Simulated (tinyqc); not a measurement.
# Ballistic transport through the one-dimensional subbands of a rectangular nanowire or nanosheet channel, step by step

A worked calculation. Computed by tinyqc, a small Python program that keeps every step. Command: `OMP_NUM_THREADS=1 python tinyqc.py 3031374 3031375 out.jsonl wire walk`. One thread of a shared host (Intel(R) Xeon(R) Processor @ 2.30GHz), about 0.04 s of CPU time with the checks. Intermediate numbers are printed to about 7 digits and carried at full precision; extremes and crossings named in words are read from the listed rows.

Hard walls, parabolic subbands, transport along x. Energies are counted from the bulk conduction band edge at the top of the barrier, which the gate pulls down by U; the source Fermi level lies at the bulk edge when U = 0.

Inputs (values chosen for the exercise, modelled on silicon): light mass m_t = 0.2 m_0; heavy mass m_l = 0.9 m_0; height a = 3 nm; width b = 3.4 nm; equivalent oxide thickness t = 1.9 nm; gate voltage above flat band V_G = 0.91 V; drain voltage V_D = 0.05 V; temperature T = 300 K; mean free path for back-scattering lambda = 47 nm; channel length L = 65 nm.

Valleys: silicon [100] wire.

Constants: hbar^2/(2 m_0) = 3.80998212 eV angstrom^2; k_B = 8.617333262e-05 eV/K; m_0 = 9.1093837015e-31 kg; k_B = 1.380649e-23 J/K; hbar = 1.054571817e-34 J s; eps_0 = 8.8541878128e-12 F/m; e = 1.602176634e-19 C; h = 6.62607015e-34 J s.

## Subbands

E_pq = (hbar^2 pi^2/2)(p^2/(m_y b^2) + q^2/(m_z a^2)); valley pairs: (m_x, m_y, m_z) = (m_t, m_t, m_l), (m_t, m_l, m_t), (m_l, m_t, m_t), each with degeneracy g = 2; the 10 lowest subbands are kept.

Subbands:
```
valley axis  p  q   E (meV)  m_x (m_0)
z            1  1  209.0663        0.2
y            1  1  245.0485        0.2
z            1  2  348.3367        0.2
y            2  1  353.4770        0.2
x            1  1  371.5485        0.9
y            3  1  534.1913        0.2
z            1  3  580.4541        0.2
z            2  1  696.9947        0.2
y            4  1  787.1912        0.2
z            2  2  836.2651        0.2
```

The second subband lies 36.0 meV, or 1.39 k_B T, above the first; the lowest belongs to the valleys with the heavy mass across the height.

## Self-consistent barrier

F_j(eta) = (1/Gamma(j + 1)) int_0^infinity x^j/(1 + exp(x - eta)) dx, F_0 = ln(1 + exp(eta)). Integrals over x = E/(k_B T) use 160 Gauss-Legendre points in u = sqrt(x) from 0 to sqrt(max(eta, 0) + 32). With degeneracy g = 2, eta_i = (U - E_i)/(k_B T) and u = e V_D/(k_B T): line density n = sum_i g sqrt(2 m_x k_B T/pi)/(2 hbar) [F_-1/2(eta_i) + F_-1/2(eta_i - u)]; gate: e n = C_ox (V_G - U/e), C_ox = 3.9 eps_0 2 (a + b)/t (flat-plate estimate); I = (2 e k_B T/h) sum_i g [F_0(eta_i) - F_0(eta_i - u)].

C_ox = 232.6321 aF/micrometre

U = 278.6348 meV

Occupation:
```
subband      eta_i    n_i (1/nm)  I_i (microampere)
1          2.69103  5.526162e-01       6.470005e+00
2          1.29918  3.223461e-01       4.467194e+00
3         -2.69619  1.540017e-02       2.226543e-01
4         -2.89502  1.271500e-02       1.837226e-01
5         -3.59406  1.363513e-02       9.274097e-02
6         -9.88536  1.211128e-05       1.744773e-04
7        -11.67489  2.023114e-06       2.914526e-05
8        -16.18288  2.229599e-08       3.211990e-07
9        -19.67184  6.807577e-10       9.807088e-09
10       -21.57010  1.019968e-10       1.469379e-09
```

line density n = 0.9167268 1/nm

ballistic current I = 11.43652 microampere

mean velocity I/(e n) = 0.7786524 1e7 cm/s

2 of the subbands lie below the source Fermi level; the lowest carries 57 % of the current with 60 % of the charge. The gate spends 31 % of V_G on moving the bands.

## Conductance, capacitance and scattering

Linear conductance G = (2 e^2/h) sum_i g f(eta_i), g = 2, f = 1/(1 + exp(-eta_i)), with the barrier frozen at the eta_i above; current per perimeter I/(2(a + b)); with scattering, transmission lambda/(lambda + L) and low-bias resistance (1 + L/lambda)/G.

open modes sum g f = 3.729203

ballistic conductance = 288.9421 microsiemens

current per perimeter = 893.4782 microampere/micrometre

transmission = 0.4196429

low-bias resistance with scattering = 8.247254 kiloohm

Even without scattering the wire has h/(2 e^2 M) = 3.46 kiloohm, which sits in the contacts.

## Gate sweep

Open modes are sum_i g/(1 + exp(-eta_i)). The last column is e dn/dV_G over C_ox, taken up to the next row.

Against the gate voltage:
```
V_G (V)   U (meV)      n (1/nm)  I (microampere)    open modes      C_g/C_ox
-0.0910  -91.0019  2.729712e-06     3.925944e-05  2.291196e-05  8.802006e-04
0.0091     9.0100  1.306605e-04     1.879232e-03  1.096559e-03  5.886115e-02
0.1300   122.7937  1.046337e-02     1.507332e-01  8.687518e-02  5.057923e-01
0.2600   187.0407  1.059351e-01     1.541261e+00  7.984775e-01  7.637946e-01
0.3600   210.6612  2.168362e-01     3.156038e+00  1.470700e+00  8.363911e-01
0.4900   231.9304  3.747108e-01     5.363303e+00  2.215985e+00  8.726231e-01
0.6300   249.7632  5.520946e-01     7.624970e+00  2.844343e+00  8.923058e-01
0.7900   266.9942  7.593916e-01     9.927183e+00  3.393447e+00  9.043686e-01
0.9600   283.2516  9.826222e-01     1.201363e+01  3.858175e+00  9.139911e-01
1.2000   303.8937  1.301124e+00     1.445116e+01  4.460563e+00             -
```

Between the first two rows the current rises one decade per 60 mV, against the limit ln(10) k_B T/e = 60 mV. Above threshold C_g/C_ox lies between 0.76 and 0.91: the quantum capacitance in series costs little, since heavy or many subbands hold the charge.

Checks made by the program: density of the lowest subband against a direct sum over k (relative difference 1e-09).
